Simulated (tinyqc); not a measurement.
Grain-boundary trapping model (Seto) of a polycrystalline semiconductor film: one step, computed by the program tinyqc. Command: `OMP_NUM_THREADS=1 python tinyqc.py 3014602 3014603 out.jsonl poly walk`. One thread of a shared host (Intel(R) Xeon(R) Processor @ 2.30GHz), about 0.01 s of CPU time with the checks.

Grains of equal size L are joined by thin boundaries with one trap level. Trapped carriers deplete a width W on each side and raise a barrier, crossed by thermionic emission. Dopants are fully ionised, statistics are non-degenerate and mu_g does not depend on T.

Question. Resistivity and effective mobility. Boundary: sigma_b = L e^2 n_0 exp(-e V_B/k_B T)/sqrt(2 pi m k_B T); rho = 1/sigma_b. Mean carrier density n_av = n_0 [(1 - 2W/L) + (2W/L) (sqrt(pi)/2) erf(y)/y], y = sqrt(e V_B/k_B T); effective mobility 1/(e n_av rho).

Inputs (values chosen for the exercise, modelled on polycrystalline SiGe):

| quantity | value | unit |
|---|---|---|
| effective mass m | 0.32 | m_0 |
| grain size L | 21 | nm |
| doping N | 1.7e+17 | 1/cm^3 |
| temperature T | 400 | K |

Grain interior: neglected.

depletion width W = 10.5 nm

barrier V_B = 0.01256103 V

E_F = -0.5319058 eV

centre density n_0 = 4.589669e+12 1/cm^3

Constants: k_B = 8.617333262e-05 eV/K; m_0 = 9.1093837015e-31 kg; k_B = 1.380649e-23 J/K; e = 1.602176634e-19 C.

Give: boundary resistivity; resistivity rho; mean carrier density; effective mobility.

Answer.

boundary resistivity = 5852 ohm cm

resistivity rho = 5852 ohm cm

mean carrier density = 4.088e+12 1/cm^3

effective mobility = 260.9 cm^2/(V s)

Caution: the barrier is below 2 k_B T, so scattering inside the grains, left out here, also limits the real mobility.
